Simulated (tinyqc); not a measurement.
Worked calculation: lattice vibrations of a chain. One step of it, computed by the program tinyqc.

Problem. Dynamical matrix at q = 0.29. q is in units of 2 pi/a. A spring k from atom i to atom j, n cells on, adds k to Phi_ii and Phi_jj, -k exp(2 pi i q n) to Phi_ij and the conjugate to Phi_ji (for one atom a cell: 2k (1 - cos 2 pi q n)); D_ij = Phi_ij / sqrt(m_i m_j).

A chain moving along its axis:
```
atom    mass (u)  spring to the next atom (eV/angstrom^2)
1      66.000000                                 3.600000
2     111.200000                                 3.400000
```

Give: D(q).

Solution.

D(q) (eV/(angstrom^2 u)):
```
               1              2
1          0.106  -0.032+0.038i
2  -0.032-0.038i          0.063
```
